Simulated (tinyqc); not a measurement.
p-type polysilicon, carrier trapping at grain boundaries: one step of the calculation.

One-dimensional grains of size Lg, uniform ionised doping N, monovalent traps Qt at each boundary at a depth Et below (for electrons) or above (for holes) the band edge there, abrupt depletion of width W on each side of a boundary, Boltzmann statistics. xi is the distance from the band edge at the grain centre to the Fermi level. Trapped charge Qt/(1 + exp((xi + VB - Et)/Vt)) = 2 N W, barrier VB = q N W^2/(2 eps0 eps_r).

Task. Depletion width, Fermi level and barrier. If the trap equation with xi = Vt ln(NB/N) has a root W < Lg/2, the grain is partly depleted; otherwise W = Lg/2 and the trap equation gives xi = Et - VB + Vt ln(Qt/(N Lg) - 1). N* = Qt/Lg.

Parameters, values chosen for the exercise; values of the order met in polycrystalline silicon:
```
symbol    value   unit                                                              meaning
T           400      K                                                          temperature
eps_r      11.7                                                       relative permittivity
NB      4.08e19  cm^-3                                  valence-band density of states at T
Lg           72     nm                                                           grain size
Qt       1.3e12  cm^-2                                     trap density of a grain boundary
Et         0.32     eV  depth of the trap level from the majority band edge at the boundary
N        4.3e16  cm^-3                                                               doping
```

Constants: q = 1.602176634e-19 C, kB = 1.380649e-23 J/K, Vt = kB T/q, eps0 = 8.8541878128e-14 F/cm where lengths are in cm. Results are converted to the units shown.

Wanted: N*; W; xi; VB; share of traps filled.

Result.

N* = 1.8056e17 cm^-3
W = 36.000 nm
xi = 0.31699 V
VB = 0.043094 V
share of traps filled = 0.23815

N is 0.238 N*, and the grain is fully depleted; VB = 1.25 Vt.

Numbers from tinyqc (`OMP_NUM_THREADS=1 python tinyqc.py 2830077 2830078 out.jsonl`; about 0.01 s on one thread of a shared Intel Xeon 2.30GHz).
